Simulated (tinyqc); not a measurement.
# Inputs raised by 2 %, one at a time

Model: heavy doping: band filling, gap narrowing, band tails and the effective intrinsic density. Computed by tinyqc, a small Python program. Command: `OMP_NUM_THREADS=1 python tinyqc.py 3024036 3024037 out.jsonl gapnarrow sens`. One thread of a shared host (Intel(R) Xeon(R) Processor @ 2.30GHz), about 0.06 s of CPU time with the checks.

An n-type crystal above its Mott density, with all dopants ionised: n = N_D - N_A, ionised centres N_I = N_D + N_A. Valleys are taken as spherical with mass m_e.

Inputs (values chosen for the exercise, modelled on silicon):

| quantity | value | unit |
|---|---|---|
| gap E_g | 1.11 | eV |
| electron mass m_e | 0.333 | m_0 |
| valleys M_c | 6 | - |
| hole mass m_h | 0.806 | m_0 |
| dielectric constant eps | 11.3 | - |
| donor density N_D | 2.6e+20 | cm^-3 |
| compensation ratio N_A/N_D | 0 | - |
| temperature T | 300 | K |

Conduction band: parabolic.

Constants: a_0 = 0.529177210903 angstrom; Ry = 13.605693123 eV; k_B = 8.617333262e-05 eV/K; hbar^2/(2 m_0) = 3.80998212 eV angstrom^2; e = 1.602176634e-19 C; eps_0 = 8.8541878128e-12 F/m; e^2/(4 pi eps_0) = 14.39964548 eV angstrom.

Method:
- n = N_D (1 - ratio); Ry* = Ry m_e/eps^2, a* = a_0 eps/m_e; r_s = (3/(4 pi n))^(1/3)/a*; k_F = (3 pi^2 n/M_c)^(1/3); Mott density (0.26/a*)^3.
- n = M_c (1/(2 pi^2)) (m_e/(hbar^2/2m_0))^(3/2) int sqrt(E) f dE, f = 1/(1 + exp((E - E_F)/k_B T)); trapezoid rule in t = sqrt(E/k_B T), step 0.02 up to 12; E_F by bisection from the band edge.
- At T = 0, E_F = (hbar^2/2m_0) k_F^2/m_e; dn/dE_F uses f (1 - f)/k_B T in place of f.
- Screening: q^2 = (e/(eps eps_0)) dn/dE_F. Exchange lowers the conduction band by (1/pi) k_F e^2/(4 pi eps_0 eps) (T = 0 Hartree-Fock at k_F, taken as a rigid shift). Screening raises the valence band by (q/2) e^2/(4 pi eps_0 eps) (static Coulomb hole). The narrowing is the sum; electron correlation and carrier-ion shifts are left out. Root-mean-square potential of randomly placed ions: V_rms = (e^2/(4 pi eps_0 eps)) sqrt(2 pi N_I/q).
- n p/n_i^2 = exp(narrowing/k_B T) x (n/N) exp(-E_F/k_B T), N being the limit of n exp(-E_F/k_B T) far below the edge (taken at E_F = -12 k_B T); apparent narrowing = k_B T ln(n p/n_i^2).

Runs:

| input moved | from | to | gap narrowing (meV) | screening length 1/q (angstrom) | V_rms (meV) | apparent narrowing (meV) |
|---|---|---|---|---|---|---|
| base run | - | - | 178.6 | 4.735 | 112.1 | 104.6 |
| donor density N_D (cm^-3) | 2.6e+20 | 2.652e+20 | 179.4 | 4.717 | 113.0 | 104.1 |
| electron mass m_e (m_0) | 0.333 | 0.33966 | 179.9 | 4.693 | 111.6 | 107.9 |
| dielectric constant eps | 11.3 | 11.526 | 173.8 | 4.783 | 110.4 | 99.8 |
| temperature T (K) | 300 | 306 | 178.5 | 4.739 | 112.1 | 105.1 |
| hole mass m_h (m_0) | 0.806 | 0.82212 | 178.6 | 4.735 | 112.1 | 104.6 |
| gap E_g (eV) | 1.11 | 1.1322 | 178.6 | 4.735 | 112.1 | 104.6 |

Exponents ln(y'/y) / ln(x'/x):

| input | gap narrowing | screening length 1/q | V_rms | apparent narrowing |
|---|---|---|---|---|
| donor density N_D | 0.228 | -0.193 | 0.403 | -0.261 |
| electron mass m_e | 0.346 | -0.458 | -0.229 | 1.524 |
| dielectric constant eps | -1.376 | 0.500 | -0.750 | -2.372 |
| temperature T | -0.031 | 0.042 | 0.021 | 0.207 |
| hole mass m_h | 0.000 | 0.000 | 0.000 | 0.000 |
| gap E_g | 0.000 | 0.000 | 0.000 | 0.000 |

Which inputs matter most for each result?

Among the inputs moved here: gap narrowing answers most in size to dielectric constant eps (exponent -1.376), next to electron mass m_e (+0.346); its exponent is below 0.0005 for hole mass m_h, gap E_g. Screening length 1/q answers most in size to dielectric constant eps (exponent +0.500), next to electron mass m_e (-0.458); its exponent is below 0.0005 for hole mass m_h, gap E_g. Its exponent -0.193 in donor density N_D: the exponent of Thomas-Fermi screening in a parabolic band. V_rms answers most in size to dielectric constant eps (exponent -0.750), next to donor density N_D (+0.403); its exponent is below 0.0005 for hole mass m_h, gap E_g. Apparent narrowing answers most in size to dielectric constant eps (exponent -2.372), next to electron mass m_e (+1.524); its exponent is below 0.0005 for hole mass m_h, gap E_g.

Caution (all rows): the screening length is well below a*, where static Thomas-Fermi screening overstates the Coulomb hole. Caution (all rows): E_F exceeds a tenth of the gap, so the parabolic band overstates it, by tens of per cent once E_F nears E_g; higher valleys may fill as well.
